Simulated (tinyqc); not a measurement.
Gate length: charge control and current of a heterostructure field-effect transistor. Computed by tinyqc, a small Python program. Command: `OMP_NUM_THREADS=1 python tinyqc.py 3018049 3018050 out.jsonl hemt walk`. One thread of a shared host (Intel(R) Xeon(R) Processor @ 2.30GHz), about 0.01 s of CPU time with the checks.

Two subbands in a triangular well; E_F is counted from the conduction band edge of the channel at the interface.

Inputs (values chosen for the exercise, modelled on AlGaAs/GaAs):
```
quantity                                value        unit
channel mass m                          0.069         m_0
permittivity eps (barrier and channel)   12.7           -
barrier thickness d                        37          nm
Schottky barrier phi_B                      1          eV
conduction band offset dE_c              0.31          eV
delta-doping density N_d                6e+12      1/cm^2
gate voltage V_G                            0           V
mobility mu                              5500  cm^2/(V s)
saturation velocity v_s                   1.8    1e7 cm/s
gate length L                             550          nm
source resistance R_S                       1      ohm mm
temperature T                             300           K
mixing                                    0.3           -
iteration cap                             200           -
spacer between delta layer and channel    3.5          nm
```

Charge source: delta doping. Velocity law: two-piece.

Constants: e = 1.602176634e-19 C; eps_0 = 8.8541878128e-12 F/m; k_B = 8.617333262e-05 eV/K; hbar = 1.054571817e-34 J s; m_0 = 9.1093837015e-31 kg; k_B = 1.380649e-23 J/K.

Method:
- Threshold V_T = phi_B - dE_c - e N_d (d - spacer)/(eps eps_0) (in volts); C_b = eps eps_0/d.
- Charge control: n_s = C_b (V_G - V_T - E_F/e)/e. Well: mean field F = e n_s/(2 eps eps_0), E_i = (hbar^2/2m)^(1/3) [(3 pi e F/2)(i + 3/4)]^(2/3), i = 0, 1; n_s = D k_B T sum_i ln(1 + exp((E_F - E_i)/k_B T)), D = m/(pi hbar^2), which is solved in closed form for E_F.
- Iteration from n_s = C_b (V_G - V_T)/(2e): E_F from n_s, n_out from the charge control, n_new = n_s + mixing (n_out - n_s), kept above n_s/10; stop when |n_out/n_s - 1| < 1e-9.
- C_g = e dn_s/dV_G = 1/(1/C_b + 1/C_q), 1/C_q = d(E_F/e)/d(e n_s) by a central difference of +/- 0.1 % in n_s; added distance dd = eps eps_0/C_q.
- With V = e n_s/C_g and V_c = v_s L/mu: for v = mu F up to v_s, I/W = C_g v_s V_c (sqrt(1 + (V/V_c)^2) - 1) and V_Dsat = V + V_c - sqrt(V^2 + V_c^2); g_m = dI/dV; extrinsic g_m/(1 + g_m R_S); f_T = g_m/(2 pi C_g L).

sheet density n_s = 3.59669e+12 1/cm^2

gate capacitance C_g = 0.271680 microfarad/cm^2

V = 2.12107 V

Scaling; the last columns are v_s/(2 pi L) and mu V/(2 pi L^2):
```
L (nm)  I/W (mA/mm)  g_m (mS/mm)  extrinsic g_m (mS/mm)  f_T (GHz)  velocity limit (GHz)  mobility limit (GHz)
30           1032.5       489.02                 328.42     954.92                954.93            2.0630e+05
60           1027.7       489.00                 328.41     477.44                477.46            5.1575e+04
120          1018.2       488.94                 328.38     238.69                238.73            1.2894e+04
250           998.0       488.66                 328.26     114.51                114.59            2.9707e+03
500           960.3       487.58                 327.77      57.13                 57.30            7.4267e+02
1000          889.5       483.30                 325.83      28.31                 28.65            1.8567e+02
2000          765.4       467.28                 318.47      13.69                 14.32            4.6417e+01
5000          509.8       387.19                 279.12       4.54                  5.73            7.4267e+00
```

What follows from these numbers?

f_T scales as L^-1.00 at the short end and L^-1.21 at the long end; the two limits cross at L = mu V/v_s = 6480 nm. g_m tends to C_g v_s = 489 mS/mm, and R_S cuts it by 33 % at the shortest gate. Fringe capacitances and short-channel effects, left out, lower f_T once L is below about ten barrier thicknesses. Caution: E_F lies above the conduction band minimum of the barrier, so electrons would spill into the barrier.

Extremes, crossings and ranges named in words are read from the listed rows.
